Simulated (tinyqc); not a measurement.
# Ion implantation: universal nuclear stopping, Lindhard-Scharff electronic stopping and a Gaussian range profile, step by step

A worked calculation. Computed by tinyqc, a small Python program that keeps every step. Command: `OMP_NUM_THREADS=1 python tinyqc.py 3017277 3017278 out.jsonl implant walk`. One thread of a shared host (Intel(R) Xeon(R) Processor @ 2.30GHz), about 0.08 s of CPU time with the checks. Intermediate numbers are printed to about 6 digits and carried at full precision; extremes and crossings named in words are read from the listed rows.

An ion slows by elastic collisions with screened nuclei and by friction with electrons; channelling is ignored and the target is uniform.

Inputs (values chosen for the exercise, modelled on fluorine ions in aluminium): ion atomic number Z1 = 9; ion mass M1 = 19 u; target atomic number Z2 = 13; target mass M2 = 26.98 u; target density N = 60.2 1/nm^3; ion energy E = 340 keV; scale factor of electronic stopping k = 1.4; dose Q = 9.8e+14 1/cm^2; background C_B = 1.3e+16 1/cm^3; displacement energy E_d = 25 eV; tilt angle = 15 degrees; screen thickness d = 19 nm.

Follow-up: tilt and screen oxide.

## Stopping at the entry energy

Reduced energy eps = 32.53 M2 E/(Z1 Z2 (M1 + M2)(Z1^0.23 + Z2^0.23)), E in keV; s_n = ln(1 + 1.1383 eps)/(2 (eps + 0.01321 eps^0.21226 + 0.19593 eps^0.5)) for eps up to 30 and ln(eps)/(2 eps) above; S_n = 8.462 Z1 Z2 M1 s_n/((M1 + M2)(Z1^0.23 + Z2^0.23)) in 1e-15 eV cm^2. S_e = k 3.83 Z1^(7/6) Z2/(Z1^(2/3) + Z2^(2/3))^(3/2) sqrt(E/M1) in 1e-15 eV cm^2, E in keV. dE/dx = N (S_n + S_e); 1e-15 eV cm^2 = 0.1 eV nm^2.

reduced energy eps = 16.0247

s_n = 0.0878354

S_n = 10.3813 x 1e-15 eV cm^2

S_e = 123.708 x 1e-15 eV cm^2

energy loss dE/dx = 807.215 eV/nm

Electronic stopping carries 92 % of the loss at entry.

## Range and straggle

Path length R = int_0^E dE'/(N (S_n + S_e)); energy lost to nuclei nu = int_0^E S_n/(S_n + S_e) dE' (both with E' = E y^3 and 64 Gauss-Legendre points in y). Estimates of Lindhard type: R_p = R/(1 + M2/(3 M1)), straggle dR_p = (2/3) R_p sqrt(M1 M2)/(M1 + M2).

path length R = 589.596 nm

projected range R_p = 400.179 nm

straggle dR_p = 131.369 nm

energy lost to nuclei nu = 73.9020 keV

22 % of the energy goes to nuclei over the whole path. Caution: the estimates of R_p and dR_p assume mainly nuclear stopping and an ion not much lighter than the target; here they are rough, and for light ions in heavy targets the straggle can be low by a factor of two or more.

## Gaussian profile

C(x) = C_p exp(-(x - R_p)^2/(2 dR_p^2)) with C_p = Q/(sqrt(2 pi) dR_p), 1 nm = 1e-7 cm; the profile falls to the background at x_j = R_p + dR_p sqrt(2 ln(C_p/C_B)); the peak atomic fraction is C_p/N.

peak concentration C_p = 2.97608e+19 1/cm^3

Depth x_j where C falls to C_B = 916.910 nm

peak atomic fraction = 4.94366e-04

## Damage

Kinchin-Pease count with efficiency 0.8: N_d = 0.8 nu/(2 E_d), taking all of nu as damage energy (an upper estimate, as recoils also lose energy to electrons). Spread over a depth R_p + dR_p, displacements per atom = Q N_d/(N (R_p + dR_p)).

displacements per ion N_d = 1182.43

displacements per atom = 0.362130

One displacement per atom would need a dose of 2.7e15 per cm^2 if no defects annealed. Caution: above a few tenths of a displacement per atom cascades overlap, so the count overstates new damage; heavy ions turn silicon and germanium amorphous at such levels, while light ions such as boron and metal targets anneal much of the damage.

## Tilt and screen

Depths scale with cos(tilt): R_p cos and dR_p cos (lateral straggle ignored); the screen stops like the target. Fraction in the substrate = (1/2) erfc((d - R_p cos)/(sqrt2 dR_p cos)); peak depth below the screen = R_p cos - d.

fraction in the substrate = 0.998113

peak depth below the screen = 367.543 nm

0.19 % of the dose does not reach the substrate.

## Nuclear against electronic stopping over energy

The formulas are those given above.

Stopping (1e-15 eV cm^2) and range:
```
E (keV)          eps      S_n      S_e   R (nm)      nu/E
1        4.71315e-02  31.9787    6.709    7.337  0.848032
2        9.42631e-02  37.0845    9.488   11.202  0.829352
5        2.35658e-01  41.2442   15.002   20.765  0.789341
10       4.71315e-01  41.1317   21.216   34.679  0.741935
20       9.42631e-01  37.5951   30.003   60.131  0.673289
50       2.35658e+00  28.8180   47.440  129.250  0.543055
100      4.71315e+00  21.2095   67.090  230.249  0.421387
200      9.42631e+00  14.4790   94.879  398.468  0.299109
500      2.35658e+01   8.0084  150.017  771.595  0.167767
```

Nuclear stopping peaks near 5 keV among these rows (eps = 0.24; the universal curve peaks near 0.3). Electronic stopping overtakes it between 20 and 50 keV. The path length grows as E^0.61 at the low end and E^0.72 at the high end; constant stopping would give E^1, and stopping that rises with E, be it nuclear (below its peak) or electronic, gives a lower exponent.

Checks made by the program: range against adaptive quadrature (relative difference 1e-06).
